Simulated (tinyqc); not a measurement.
# CMOS latch-up, two-transistor model: what changes with what

A parasitic pnp (emitter at Vdd, base shunted by Rw) and npn (emitter at ground, base shunted by Rs) feed each other: the npn collector current flows out of the pnp base node, the pnp collector current into the npn base node. Forward-active transistors with constant gains: Icn = Isn exp(Vn/Vt), Icp = Isp (exp(Vp/Vt) - 1). A current Ii is injected into the npn base node.

Parameters, values chosen for the exercise; values close to those of bulk CMOS:

| symbol | value | unit | meaning |
|---|---|---|---|
| T | 300 | K | temperature |
| bn | 7.4 |  | current gain of the npn |
| bp | 2.1 |  | current gain of the pnp |
| Isn | 6.7e-15 | A | saturation current of the npn at T |
| Isp | 4.7e-16 | A | saturation current of the pnp at T |
| Rs | 220 | ohm | substrate resistance shunting the npn |
| Rw | 210 | ohm | well resistance shunting the pnp |
| R2 | 86 | ohm | resistance from the pnp collector to the npn base |
| Von | 0.72 | V | base-emitter voltage in the on state |
| Vsat | 0.12 | V | saturation voltage |
| Vdd | 3.3 | V | supply voltage |

Constants: q = 1.602176634e-19 C, kB = 1.380649e-23 J/K, Vt = kB T/q. Results are converted to the units shown.

Each table varies one quantity; the others keep the values above.

## Effect of the current gain of the pnp

Node equations: Vp/Rw + Icp/bp = Icn and Vn/Rs + Icn/bn = Icp + Ii. Loop gain G = gn gp/[(1/Rw + gp/bp)(1/Rs + gn/bn)], gn = Icn/Vt, gp = (Icp + Isp)/Vt; the off state ends where G = 1, and Ii there is the trigger current. On state with both base-emitter voltages at Von: npn base current Ib = (Von/Rs + bp Von/Rw)/(bn bp - 1), holding current Ih = (bn + 1) Ib + Von/Rs, holding voltage Vh = Vsat + Von + R2 (Ib + Von/Rs).

Results:

| bp | Vn at trigger (V) | trigger current (mA) | Ih (mA) | Vh (V) |
|---|---|---|---|---|
| 0.15 | 0.72414 | 3.6691 | 292.46 | 4.0822 |
| 0.28 | 0.69621 | 3.5604 | 36.440 | 1.4610 |
| 0.53 | 0.69463 | 3.5486 | 17.905 | 1.2713 |
| 0.99 | 0.69415 | 3.5443 | 12.126 | 1.2121 |
| 1.8 | 0.69394 | 3.5423 | 9.7119 | 1.1874 |
| 6.4 | 0.69379 | 3.5408 | 7.8416 | 1.1682 |
| 12 | 0.69376 | 3.5405 | 7.5221 | 1.1650 |

Estimate the missing row, bp = 3.4.

Computed row:

| bp | Vn at trigger (V) | trigger current (mA) | Ih (mA) | Vh (V) |
|---|---|---|---|---|
| 3.4 | 0.69384 | 3.5413 | 8.4636 | 1.1746 |

With this row back in the table: As bp goes from 0.15 to 12, the trigger current falls from 3.67 to 3.54 mA, Ih falls from 292 to 7.52 mA and Vh falls from 4.08 to 1.16 V. Vh exceeds the supply Vdd = 3.3 V, which then cannot sustain a latched state, in 1 of the 8 rows. For bp = 0.081 the product of the gains is about one or less, so there is no latched state. For bp = 0.15 the holding current passes 50 mA, where high injection lowers the gains. For bp = 0.15 Vn at the trigger exceeds the fixed Von of the on-state formulas, so Ih and Vh are too low there.

## Effect of the well resistance shunting the pnp

Same model as above.

Effect of the well resistance shunting the pnp:

| Rw (ohm) | Vn at trigger (V) | trigger current (mA) | Ih (mA) | Vh (V) |
|---|---|---|---|---|
| 21 | 0.7555 | 7.703 | 46.76 | 1.567 |
| 41 | 0.7376 | 5.482 | 26.47 | 1.359 |
| 78 | 0.7203 | 4.365 | 16.36 | 1.255 |
| 150 | 0.7029 | 3.746 | 10.99 | 1.200 |
| 290 | 0.6853 | 3.392 | 8.176 | 1.172 |
| 560 | 0.6679 | 3.174 | 6.723 | 1.157 |
| 1100 | 0.6503 | 3.022 | 5.958 | 1.149 |
| 2100 | 0.6336 | 2.911 | 5.579 | 1.145 |

As Rw goes from 21 to 2100 ohm, the trigger current falls from 7.70 to 2.91 mA, Ih falls from 46.8 to 5.58 mA and Vh falls from 1.57 to 1.15 V. Vh exceeds the supply Vdd = 3.3 V, which then cannot sustain a latched state, in 0 of the 8 rows. For Rw = 21, 41, 78 Vn at the trigger exceeds the fixed Von of the on-state formulas, so Ih and Vh are too low there.

Program tinyqc, `OMP_NUM_THREADS=1 python tinyqc.py 2670012 2670013 out.jsonl`; Intel Xeon 2.30GHz, shared host, one thread, about 0.07 s.
